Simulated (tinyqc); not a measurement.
The window of frequencies: the 3-omega method: a line heater on a substrate with a thin film. Computed by tinyqc, a small Python program. Command: `OMP_NUM_THREADS=1 python tinyqc.py 3012819 3012820 out.jsonl threeomega walk`. One thread of a shared host (Intel(R) Xeon(R) Processor @ 2.30GHz), about 0.01 s of CPU time with the checks.

A current at angular frequency omega = 2 pi f heats the line at 2 omega with the amplitude P per length; the temperature swing Delta T at 2 omega gives a voltage at 3 omega. The substrate is taken as semi-infinite and isotropic, and the heat capacity of heater and film is left out.

Inputs (values chosen for the exercise, modelled on silica on gallium oxide):
```
quantity                      value           unit
substrate conductivity kappa     21        W/(m K)
substrate heat capacity C      3.42  1e6 J/(m^3 K)
heater half-width b             5.2     micrometre
power amplitude per length P    5.3            W/m
current frequency f              47             Hz
substrate thickness d_s         300     micrometre
```

Method:
- D = kappa/C; q = sqrt(2 i omega/D); penetration depth 1/|q| = sqrt(D/(2 omega)).
- Delta T_s = (P/(pi kappa)) int_0^infinity (sin x/x)^2 / sqrt(x^2 + (q b)^2) dx with (q b)^2 = i |q b|^2, averaged over the heater width (12 Gauss-Legendre points on each of the pieces 0, 14 log-spaced edges from 1e-5 to 1, and multiples of pi to 40 pi; the tail adds 1/(4 (40 pi)^2)).
- For |q| b much below 1: Delta T_s = (P/(pi kappa)) [-ln(|q| b) + eta - i pi/4], eta = 3/2 - C_E = 0.92278, with Euler's C_E = 0.5772157.
- The slope value uses each f and 2f: kappa = P ln 2/(2 pi [Delta T(f) - Delta T(2f)]).

diffusivity D = 6.14035 mm^2/s

Bare substrate; columns: (1) f (Hz); (2) penetration depth (micrometre); (3) |q| b; (4) in-phase (K); (5) out-of-phase (K); (6) narrow-line form (K); (7) kappa from the slope (W/(m K)):
```
(1)           (2)        (3)       (4)        (5)        (6)     (7)
0.18       1647.6  0.0031561   0.53674  -0.063094    0.53674  21.000
1.8        521.02  0.0099804   0.44425  -0.063088    0.44425  21.001
18         164.76   0.031561   0.35177  -0.063036    0.35176  21.008
90         73.684   0.070572   0.28716  -0.062851    0.28711  21.039
360        36.842    0.14114   0.23163  -0.062304    0.23143  21.156
1800       16.476    0.31561   0.16779  -0.060205    0.16678  21.757
7200       8.2381    0.63122   0.11491  -0.055116    0.11110  23.866
36000      3.6842     1.4114  0.061950  -0.042054   0.046448  33.870
180000     1.6476     3.1561  0.028293  -0.024241  -0.018200  70.428
1.10e+06  0.66649     7.8020  0.011437  -0.010777  -0.090908  174.55
```

What does the comparison show, and why?

The slope gives kappa within 1 % up to |q| b = 0.14 (f = 360 Hz) among these rows. The penetration depth stays under d_s/5 = 60 micrometre from f = 360 Hz up, so that row alone meets both conditions. At high f the flow turns one-dimensional: in-phase and out-of-phase parts become equal in size (ratio 0.94 in the last row) and fall as f^(-1/2) (exponent -0.50). Caution: the penetration depth exceeds a fifth of the substrate thickness, so the back face is felt and the semi-infinite formula fails.
